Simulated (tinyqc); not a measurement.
Ewald sum of point charges, fluorite lattice, step by step. Computed by tinyqc, a small Python program that keeps every step. Command: `OMP_NUM_THREADS=1 python tinyqc.py 31182 31183 out.jsonl` (the two numbers bound the seeds that draw the settings). One thread of a shared host (Intel(R) Xeon(R) Processor @ 2.60GHz), about 0.05 s of CPU time with the checks.

## Ewald sum with eta = 0.359 1/bohr

cell vectors (rows) (bohr):
```
         1        2        3
1  0.00000  5.39000  5.39000
2  5.39000  0.00000  5.39000
3  5.39000  5.39000  0.00000
```

Charges:

| q | f1 | f2 | f3 |
|---|---|---|---|
| 2.00000 | 0.00000 | 0.00000 | 0.00000 |
| -1.00000 | 0.25000 | 0.25000 | 0.25000 |
| -1.00000 | 0.75000 | 0.75000 | 0.75000 |

Real space: 1/2 sum q_i q_j erfc(eta r)/r over all images with r > 0; reciprocal space: (2 pi/V) sum_(G != 0) exp(-G^2/4 eta^2)/G^2 |S(G)|^2 with S(G) = sum q exp(i G.r); self term -eta/sqrt(pi) sum q^2; background -pi Q^2/(2 V eta^2), Q the total charge.

Real-space shells (first ones):

| r (bohr) | pairs | sum (hartree) |
|---|---|---|
| 4.66788 | 16 | -0.06099 |
| 5.39000 | 12 | 0.00691 |
| 7.62261 | 36 | 0.00051 |
| 8.93830 | 48 | -3.05e-05 |
| 9.33575 | 16 | 1.83e-06 |
| 10.78000 | 18 | 7.39e-08 |
| 11.74723 | 48 | -1.01e-08 |
| 12.05241 | 48 | 1.87e-09 |
| 13.20275 | 72 | 1.11e-10 |
| 14.00363 | 64 | 0 |
| 15.24522 | 36 | 0 |
| 15.94384 | 96 | 0 |

Reciprocal shells (first ones that count):

| G^2 (1/bohr^2) | vectors | sum (hartree) |
|---|---|---|
| 1.01916 | 8 | 0.08724 |
| 1.35888 | 6 | 0.10156 |
| 3.73693 | 24 | 0.00037 |
| 4.07665 | 8 | 0.00023 |
| 6.45470 | 24 | 1.09e-06 |
| 6.79442 | 24 | 2.14e-06 |
| 9.17246 | 32 | 5.25e-09 |

## The total does not depend on eta

The same sums for other eta.

Totals (hartree per cell):

| eta | real | reciprocal | self | background | total |
|---|---|---|---|---|---|
| 0.35900 | -0.05359 | 0.18940 | -1.21526 | 0.00000 | -1.0794597 |
| 0.44800 | -0.00992 | 0.44700 | -1.51654 | 0.00000 | -1.0794597 |
| 0.63400 | -0.00010 | 1.06681 | -2.14618 | 0.00000 | -1.0794597 |

shortest distance = 4.66788 bohr

Madelung constant -E d / (formula units |q+ q-|) = 2.51939
